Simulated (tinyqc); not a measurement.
k.p theory built from an empirical-pseudopotential calculation at Gamma: sweeps and comparisons. A value that a table varies takes the place of the one given here.

Empirical pseudopotential on the fcc lattice, atoms at +/- tau, tau = a (1,1,1)/8, no spin-orbit coupling. H(G,G') = c (2 pi/a)^2 |k + G|^2 delta + VS(q) cos(q.tau) + i VA(q) sin(q.tau), q = G - G', c = hbar^2/2m0; k and G in units of 2 pi/a; VS at |q|^2 = 3, 8, 11 and VA at 3, 4, 11, in rydberg, zero elsewhere. The basis is fixed: all 65 G with |G|^2 up to Gcut. Energies are counted from the fourth level at Gamma.

k.p in the lowest n states at Gamma: H_nm = (E_n + c k^2) delta + 2 c k.<n|G|m>, k in 1/angstrom; with all states of the basis it is exact.

Empirical pseudopotential on the fcc lattice, atoms at +/- tau, tau = a (1,1,1)/8, no spin-orbit coupling. H(G,G') = c (2 pi/a)^2 |k + G|^2 delta + VS(q) cos(q.tau) + i VA(q) sin(q.tau), q = G - G', c = hbar^2/2m0; k and G in units of 2 pi/a; VS at |q|^2 = 3, 8, 11 and VA at 3, 4, 11, in rydberg, zero elsewhere. The basis holds all G with |G|^2 up to a cut-off. Energies are counted from the fourth level at Gamma.

For a multiplet A of d_A states, W(B) = (4 c/(3 d_A)) sum over n in A, m in B and i = x, y, z of |<n|G_i|m>|^2 (G in 1/angstrom, <n|G_i|m> = sum_G c_n(G)* G_i c_m(G)); the mean inverse mass of A is 1 + sum_B W(B)/(E_A - E_B). Multiplets with W = 0 are left out.

Valence parameters: D(u) = c + 4 c^2 sum_m <n|u.G|m><m|u.G|n'>/(0 - E_m) on the valence triplet, in units of c, has eigenvalues L, M, M along [100] and (L + 2M + 2N)/3, (L + 2M - N)/3 twice along [111]; g1 = -(L + 2M)/3, g2 = -(L - M)/6, g3 = -N/6.

Constants: hbar^2/2m0 = 3.80998211 eV angstrom^2; Ry = 13.60569312 eV.

Values chosen for the exercise (near those of GaSb; shifted at random, so the results belong to these values and not to a real crystal): a = 6.111 angstrom (lattice constant); VS = (-0.216, -0.001, 0.05) Ry (symmetric form factors); VA = (0.058, 0.048, 0.011) Ry (antisymmetric form factors); Gcut = 16 (2 pi/a)^2 (largest |G|^2 of the fixed basis); VS3 = -0.216 Ry; VS8 = -0.001 Ry; VS11 = 0.05 Ry; VA3 = 0.058 Ry; VA4 = 0.048 Ry; VA11 = 0.011 Ry.

## How many bands a k.p model needs: band 4 from Gamma to L

Band 4 (counted from below) at k = f (0.5, 0.5, 0.5) 2 pi/a; n ends on whole multiplets.

Energies (eV):
```
f      n = 8  n = 15  n = 27  n = 65 (exact)
0.000  0.000   0.000   0.000           0.000
0.125  0.003  -0.035  -0.037          -0.037
0.250  0.019  -0.128  -0.135          -0.135
0.375  0.059  -0.250  -0.267          -0.267
0.500  0.139  -0.373  -0.404          -0.406
0.625  0.272  -0.474  -0.525          -0.529
0.750  0.470  -0.539  -0.615          -0.623
0.875  0.739  -0.557  -0.665          -0.680
1.000  1.087  -0.523  -0.671          -0.696
```

What does this show?

With n = 8 the band stays within 0.05 eV of the exact one up to f = 0.125 (error at L: +1.782 eV). With n = 15 the band stays within 0.05 eV of the exact one up to f = 0.500 (error at L: +0.173 eV). With n = 27 the band stays within 0.05 eV of the exact one over the whole line (error at L: +0.024 eV). A smaller basis can only raise a level.

## Convergence with the plane-wave basis

E_s is the lowest empty singlet, Ep its W to the valence triplet, m its mass.

Results:
```
cut-off  plane waves  E_s (eV)  Ep (eV)  m (m0)    g1    g2    g3
8                 27     0.582    14.89  0.0377  9.89  3.95  4.60
11                51     0.601    15.21  0.0381  9.75  4.00  4.49
12                59     0.640    15.22  0.0405  9.31  3.72  4.26
16                65     0.636    15.25  0.0401  9.38  3.76  4.29
19                89     0.639    15.25  0.0404  9.34  3.73  4.27
20               113     0.647    15.23  0.0409  9.24  3.68  4.22
24               137     0.648    15.24  0.0409  9.23  3.68  4.21
```

What does this show, and why?

Against the last row, E_s errs most, by -0.066 eV, at cut-off 8, and by -0.001 eV in the last row but one. Ep varies by 2.4 % over the table and m by 7.8 %: the mass, near E_s/Ep, inherits the errors of both. Local form factors fix the converged values only roughly. The gap is a difference of two levels, so it need not converge steadily, and here it does not.

## What each form factor does (empirical-pseudopotential levels)

Lowest empty singlet and triplet at Gamma and the valence width there (fixed basis); lowest empty level at X = (1,0,0) and L = (1/2,1/2,1/2) from the valence top, these levels and that top with all |k + G|^2 up to 21. Singlet and triplet count orbital degeneracy. VS3 is VS at |q|^2 = 3, and so on. The row for a keeps the form factors fixed, so it is no model of a real expansion, which changes them too. Each row changes one parameter from the base and keeps the others.

Results:
```
case                singlet (eV)  triplet (eV)  X (eV)  L (eV)  width (eV)
base                       0.636         4.182   1.865   1.457      10.680
a = 6.172 angstrom         0.678         4.204   1.982   1.534      10.463
VS3 = -0.226 Ry            0.615         4.314   2.119   1.565      10.686
VS8 = -0.011 Ry            0.199         4.273   1.837   1.260      10.865
VS11 = 0.04 Ry             0.141         4.030   1.626   1.122      10.910
VA3 = 0.048 Ry             0.523         4.055   1.656   1.352      10.637
VA4 = 0.038 Ry             0.586         4.000   1.865   1.291      10.630
VA11 = 0.001 Ry            0.842         4.187   1.984   1.520      10.581
```

How do the results move?

The largest shifts from the base row, up to three for each result and ties (the steps differ in size, so this ranks the rows, not the parameters). singlet (eV): VS11 -0.494, VS8 -0.436, VA11 +0.206. triplet (eV): VA4 -0.182, VS11 -0.152, VS3 +0.132. X (eV): VS3 +0.254, VS11 -0.239, VA3 -0.209; unchanged at the printed digits by VA4. L (eV): VS11 -0.336, VS8 -0.197, VA4 -0.166. width (eV): VS11 +0.230, a -0.217, VS8 +0.185.

Computed by tinyqc, a small Python program: `OMP_NUM_THREADS=1 python tinyqc.py 1081144 1081145 out.jsonl` (the numbers bound the seed that draws the inputs); one thread of a shared host (Intel(R) Xeon(R) Processor @ 2.30GHz), about 0.3 s for the whole set of steps.
